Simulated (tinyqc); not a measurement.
Doping from the ideality factor.

Problem. For thermionic-field emission over a Schottky barrier the ideality factor is n = u coth(u) with u = E00/Vt and E00 = (hbar/2) sqrt(Nd/(me m0 eps0 eps_r)) in SI units (volts). Find u, E00 and Nd.

Values chosen for this exercise; band and dielectric values those of a made-up semiconductor:
- T = 250 K (temperature)
- me = 0.225 m0 (electron mass)
- eps_r = 8.24 (relative permittivity)

Constants: q = 1.602176634e-19 C, kB = 1.380649e-23 J/K, eps0 = 8.8541878128e-12 F/m, hbar = 1.054571817e-34 J s, m0 = 9.1093837015e-31 kg, Vt = kB T/q. Results are converted to the units shown.

n = 1.0671934

Solution. u coth(u) rises steadily from 1, so n fixes u; the definition of E00 then gives Nd.

u = 0.4520
E00 = 9.738 meV
Nd = 5.100e17 cm^-3

Numbers from tinyqc (`OMP_NUM_THREADS=1 python tinyqc.py 2640131 2640132 out.jsonl`; about 0.05 s on one thread of a shared Intel Xeon 2.30GHz).
